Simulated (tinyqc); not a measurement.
# Changing the temperature T

Model: growth of a silicide layer between metal and silicon: linear-parabolic kinetics, ramp anneals and Kissinger analysis. Computed by tinyqc, a small Python program. Command: `OMP_NUM_THREADS=1 python tinyqc.py 3031687 3031688 out.jsonl silicide sweep`. One thread of a shared host (Intel(R) Xeon(R) Processor @ 2.30GHz), about 0.07 s of CPU time with the checks.

One compound layer of thickness x grows by diffusion through itself and reaction at an interface, dx/dt = 1/(2x/K + 1/v), until the metal is used up at x = a h.

Inputs (values chosen for the exercise, modelled on NiSi): metal thickness h = 5 nm; silicide formed per metal thickness a = 2.2; prefactor of the parabolic constant K = 9.2e+12 nm^2/s; activation energy E of K = 1.6 eV; prefactor of the interface velocity v = 4.9e+13 nm/s; activation energy E_v = 1.76 eV; time t = 8.7 s.

Constants: k_B = 8.617333262e-05 eV/K.

Method:
- The silicide ends at the thickness a h.
- K = K0 exp(-E/(k_B T)), v = v0 exp(-E_v/(k_B T)).
- Temperatures in kelvin are T(C) + 273.15.
- x^2/K + x/v = t, so x = (K/(2v)) [sqrt(1 + 4 v^2 t/K) - 1], capped at a h; completion time t_c = (a h)^2/K + a h/v, a h being the final thickness; crossover thickness K/v.

One run for each value:
```
temperature T (C)  completion time (s)  thickness at time t (nm)  crossover thickness (nm)
290                         4.0049e+03                     0.075                    5.0754
310                         1.2491e+03                     0.249                    4.5328
330                         4.2188e+02                     0.714                    4.0786
350                         1.5308e+02                     1.702                    3.6949
370                         5.9256e+01                     3.419                    3.3679
390                         2.4324e+01                     6.060                    3.0871
410                         1.0532e+01                     9.884                    2.8442
430                         4.7871e+00                    11.000                    2.6326
450                         2.2749e+00                    11.000                    2.4472
```

Describe and explain the trends.

Over the rows, completion time (s) falls from 4000 to 2.27; thickness at time t (nm) rises from 0.0746 to 11.0, flat over part of the range; crossover thickness (nm) falls from 5.08 to 2.45. The apparent activation energy of 1/t_c is 1.65 eV between the first rows and 1.63 eV between the last, between E and E_v.

Caution (rows 290, 310): a thickness below one atomic layer means that growth has not started.

Extremes, crossings and ranges named in words are read from the listed rows.
